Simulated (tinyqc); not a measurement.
Inside a calculation. Model: hot carriers by balance equations with a heated Maxwellian. Computed by tinyqc, a small Python program that keeps every step. Command: `OMP_NUM_THREADS=1 python tinyqc.py 3003203 3003204 out.jsonl hot walk`. One thread of a shared host (Intel(R) Xeon(R) Processor @ 2.30GHz), about 0.01 s of CPU time with the checks. Intermediate numbers are printed to about 5 digits and carried at full precision; extremes and crossings named in words are read from the listed rows.

The carriers follow a Maxwellian at an electron temperature T_e, slightly displaced; the drift energy is neglected against k_B T_e. The balance averages the rate, not the time, so mu_0 lies below the relaxation-time value.

Inputs (values chosen for the exercise, modelled on holes in silicon): effective mass m = 0.514 m_0; density rho = 2329 kg/m^3; sound velocity v_l = 8810 m/s; acoustic deformation potential D_A = 5.2 eV; phonon energy hbar w = 64.8 meV; optical or intervalley deformation potential D_o = 10 1e8 eV/cm; final valleys Z_f = 1; lattice temperature T = 350 K; electric field F = 9.3 kV/cm; mixing = 1; iteration cap = 30.

Band: parabolic. Solver: damped fixed point.

Constants: k_B = 8.617333262e-05 eV/K; k_B = 1.380649e-23 J/K; e = 1.602176634e-19 C; hbar = 1.054571817e-34 J s; m_0 = 9.1093837015e-31 kg; hbar = 6.582119569e-16 eV s.

## Equilibrium values

Parabolic band: E = hbar^2 k^2/(2 m), speed v = hbar k/m, states per spin, volume and energy g(E) = m k/(2 pi^2 hbar^2). Masses are multiplied by m_0 and all formulas are in SI units. Phonon occupation N_q = 1/(exp(hbar w/(k_B T)) - 1). Acoustic deformation potential (elastic, equipartition, absorption and emission together): 1/tau = 2 pi k_B T D_A^2 g(E)/(hbar rho v_l^2). Optical or intervalley deformation potential: 1/tau = (pi Z_f D_o^2/(rho w)) [N_q g(E + hbar w) + (N_q + 1) g(E - hbar w)], with g = 0 below the band edge. Averages over the Maxwellian, <y> = int y x^(1/2) exp(-x) dx / int x^(1/2) exp(-x) dx with x = E/(k_B T_e), split at x_0 = hbar w/(k_B T_e): 64 Gauss-Legendre points in sqrt(x) below it and 128 in sqrt(x - x_0) above it, up to x = 32. Momentum balance: mu(T_e) = e/(m nu), nu = <x (sum of rates)>/<x>. Power lost per carrier: P(T_e) = hbar w <emission rate - absorption rate> + <(2 m v_l^2/(k_B T)) (E - 2 k_B T) acoustic rate>. Energy relaxation time at weak heating: tau_E = (3/2) k_B / (dP/dT_e), the derivative by a central difference of +/- 0.5 K at T_e = T.

low-field mobility mu_0 = 513.76 cm^2/(V s)

energy relaxation time tau_E = 0.27000 ps

Energy and momentum relax at comparable rates here.

## Balance functions

The field that sustains T_e follows from e mu F^2 = P.

Against the electron temperature:
```
T_e (K)  mu (cm^2/(V s))  P optical (1e9 eV/s)  P acoustic (1e9 eV/s)  F (kV/cm)  drift velocity (1e7 cm/s)
385               465.45                  17.0             1.6150e-01       6.07                     0.2825
455               394.55                  52.4             5.2671e-01      11.58                     0.4568
560               326.30                 106.0             1.1687e+00      18.12                     0.5914
700               271.06                 174.8             2.1777e+00      25.55                     0.6927
1050              201.58                 325.7             5.3342e+00      40.53                     0.8169
1750              146.02                 557.0             1.3773e+01      62.52                     0.9129
2800              111.65                 810.4             3.0488e+01      86.78                     0.9689
4200               89.62                1066.5             5.8676e+01     112.04                     1.0042
```

Optical phonons take 99 % of the power in the first row and 95 % in the last. The velocity grows as F^0.74 at first and as F^0.14 at the end, so it levels off; if optical phonons alone set both balances the limit at high T_e would be sqrt(3 hbar w tanh(hbar w/2 k_B T)/(4 m)) = 1.15 in the same unit. Rows above 1400 K (k_B T_e > 0.12 eV) stretch the parabolic band.

## First iteration

Fixed point: T_out = T + (T_e - T) e mu(T_e) F^2/P(T_e), T_new = T_e + mixing (T_out - T_e). Start at T_e = 1.5 T.

mu at the start = 345.50 cm^2/(V s)

P at the start = 8.9157e+10 eV/s

new T_e = 408.65 K

## The whole iteration

Start at T_e = 1.5 T; stop when T_e moves by less than 1e-6 K or exceeds 1e6 K.

Course of the iteration:
```
iteration  T_e (K)  mu (cm^2/(V s))    step (K)
1           525.00           345.50  1.1635e+02
2           408.65           438.25  1.7828e+01
3           426.48           420.10  3.6888e+00
4           422.79           423.71  7.2546e-01
5           423.52           423.00  1.4416e-01
6           423.37           423.14  2.8587e-02
7           423.40           423.11  5.6714e-03
8           423.40           423.11  1.1250e-03
9           423.40           423.11  2.2318e-04
10          423.40           423.11  4.4272e-05
11          423.40           423.11  8.7825e-06
12          423.40           423.11  1.7422e-06
13          423.40           423.11  3.4561e-07
```

electron temperature T_e = 423.40 K

Converged in 13 iterations.

## Drift velocity

v = mu(T_e) F; warm-carrier coefficient (mu/mu_0 - 1)/F^2.

mobility mu(T_e) = 423.11 cm^2/(V s)

drift velocity = 0.39350 1e7 cm/s

mu/mu_0 = 0.82356

(mu/mu_0 - 1)/F^2 = -0.0020400 cm^2/kV^2

T_e/T = 1.21; the simple estimate T + (2/3) e mu_0 F^2 tau_E/k_B would give 443 K, close to the result. Caution: the drift energy m v^2/2 is not small against the heating (3/2) k_B (T_e - T), so T_e - T is rough.

Checks made by the program: detailed balance, P(T_e = T) = 0, on the scale of P at 1.1 T (relative difference below 1e-10).
